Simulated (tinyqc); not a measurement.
## Mobility and threshold from two currents

Inverse problem. In the linear region I = mu Cox (W/L) [(Vgs - VT) Vds - m Vds^2/2], Cox = eps0 eox/tox. Find mu and VT.

Parameters, values chosen for the exercise: relative permittivity of the gate insulator eox = 22.8; insulator thickness tox = 30 nm; gate width W = 20 um; gate length L = 0.5 um.

Constants: eps0 = 8.8541878128e-14 F/cm where lengths are in cm. Results are converted to the units shown.

I at Vgs = 0.38 and 0.88 V, Vds = 0.05 V (uA): [64.974499, 152.45387]
m = 1.0411269

Solution. The slope dI/dVgs is mu Cox (W/L) Vds; the line meets zero current at VT + m Vds/2.

mu = 130.0 cm^2/(V s)
VT = -0.01740 V

Computed by the program tinyqc: `OMP_NUM_THREADS=1 python tinyqc.py 2360014 2360015 out.jsonl`, one thread of a shared Intel Xeon 2.30GHz, about 0.03 s for the whole run.
